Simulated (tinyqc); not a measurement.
Type-II superlattice in the two-band Kane model: one step. Edges and effective gap. Three cases, with inputs chosen for the exercise.

Task: C1 is the first miniband above EvB: bottom at tr/2 = +1, top at -1. The gap is its bottom less HH1; cut-off wavelength hc/gap.

Motion along the axis, period d = a + b, c = hbar^2/2m0. Conduction and light-hole bands couple: (E - Ec)(E - Ev) = Ep c k^2 in each layer, with mass m(E) = (E - Ev)/Ep, which may be negative. The conduction envelope psi and psi'/m(E) are continuous; a layer carries them by [[cos kt, (m/k) sin kt], [-(k/m) sin kt, cos kt]] (cosh and sinh for k^2 < 0), and cos(q d) = tr(M_B M_A)/2. C1 is the first miniband above EvB, with its bottom at tr/2 = +1 and its top at -1; the gap is the bottom of C1 less the top heavy-hole level HH1.

Heavy holes are uncoupled: with e = EvB - E, p = sqrt(mhB e/c), w = sqrt(mhA (EvB - EvA - e)/c), the top level HH1 at q = 0 solves (p/mhB) tan(p b/2) = (w/mhA) tanh(w a/2).

Constants: hbar^2/2m0 = 3.80998211 eV angstrom^2; hc = 1239.841984 eV nm.

Case 1.

Values chosen (near those of an InAs/GaSb superlattice; shifted at random, so the results belong to these values and not to a real crystal): a = 32 angstrom (layer A); b = 25 angstrom (layer B); EcA = 0 eV (conduction edge of A); EvA = -0.411 eV (valence edge of A); EcB = 0.924 eV (conduction edge of B); EvB = 0.103 eV (valence edge of B); EpA = 14.1 eV (coupling energy in A); EpB = 18.3 eV (coupling energy in B); mhA = 0.33 m0 (heavy hole in A); mhB = 0.27 m0 (heavy hole in B).

Case 2.

Values chosen (near those of an InAs/GaSb superlattice; shifted at random, so the results belong to these values and not to a real crystal): a = 29 angstrom (layer A); b = 32 angstrom (layer B); EcA = 0 eV (conduction edge of A); EvA = -0.412 eV (valence edge of A); EcB = 0.943 eV (conduction edge of B); EvB = 0.136 eV (valence edge of B); EpA = 14.5 eV (coupling energy in A); EpB = 18.3 eV (coupling energy in B); mhA = 0.32 m0 (heavy hole in A); mhB = 0.27 m0 (heavy hole in B).

Case 3.

Values chosen (near those of an InAs/GaSb superlattice; shifted at random, so the results belong to these values and not to a real crystal): a = 50 angstrom (layer A); b = 22 angstrom (layer B); EcA = 0 eV (conduction edge of A); EvA = -0.418 eV (valence edge of A); EcB = 0.94 eV (conduction edge of B); EvB = 0.139 eV (valence edge of B); EpA = 14.3 eV (coupling energy in A); EpB = 17.9 eV (coupling energy in B); mhA = 0.34 m0 (heavy hole in A); mhB = 0.26 m0 (heavy hole in B).

Give: bottom of C1; top of C1; HH1; gap; cut-off.

Result:

Case 1.

bottom of C1 = 0.2934 eV
top of C1 = 0.4268 eV
HH1 = 0.0006 eV
gap = 0.2928 eV
cut-off = 4.23 micrometre

The bulk edges overlap by 103 meV; confinement lifts the electrons by 293 meV and lowers the holes by 102 meV, which opens the gap. It is 0.71 of the smaller bulk gap.

Case 2.

bottom of C1 = 0.3544 eV
top of C1 = 0.4628 eV
HH1 = 0.0617 eV
gap = 0.2928 eV
cut-off = 4.23 micrometre

The bulk edges overlap by 136 meV; confinement lifts the electrons by 354 meV and lowers the holes by 74 meV, which opens the gap. It is 0.71 of the smaller bulk gap.

Case 3.

bottom of C1 = 0.1802 eV
top of C1 = 0.2740 eV
HH1 = 0.0135 eV
gap = 0.1668 eV
cut-off = 7.43 micrometre

The bulk edges overlap by 139 meV; confinement lifts the electrons by 180 meV and lowers the holes by 126 meV, which opens the gap. It is 0.40 of the smaller bulk gap.

Computed by tinyqc, one run a case: `OMP_NUM_THREADS=1 python tinyqc.py N N+1 out.jsonl` with N = 1252518, 1280165, 1280212; one thread of a shared Intel(R) Xeon(R) Processor @ 2.30GHz, about 0.06 s a run at most.
